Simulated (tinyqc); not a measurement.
Worked calculation: sp3 tight binding, zinc-blende lattice. One step of it, computed by the program tinyqc.

Problem. Levels at X. Diagonalise the Hermitian matrix.

H(k) at X (eV):
```
                     a s                a px                a py                a pz
a s           -12.110000            0.000000            0.000000            0.000000
a px            0.000000           -7.390000            0.000000            0.000000
a py            0.000000            0.000000           -7.390000            0.000000
a pz            0.000000            0.000000            0.000000           -7.390000
c s             0.000000  0.000000+4.439230i            0.000000            0.000000
c px  0.000000-4.439230i            0.000000            0.000000            0.000000
c py            0.000000            0.000000            0.000000  0.000000-5.048315i
c pz            0.000000            0.000000  0.000000-5.048315i            0.000000

                     c s                c px                c py                c pz
a s             0.000000  0.000000+4.439230i            0.000000            0.000000
a px  0.000000-4.439230i            0.000000            0.000000            0.000000
a py            0.000000            0.000000            0.000000  0.000000+5.048315i
a pz            0.000000            0.000000  0.000000+5.048315i            0.000000
c s           -12.110000            0.000000            0.000000            0.000000
c px            0.000000           -7.390000            0.000000            0.000000
c py            0.000000            0.000000           -7.390000            0.000000
c pz            0.000000            0.000000            0.000000           -7.390000
```

Give: eigenvalues.

Solution.

eigenvalues (eV): -14.778  -14.778  -12.438  -12.438  -4.722  -4.722  -2.342  -2.342
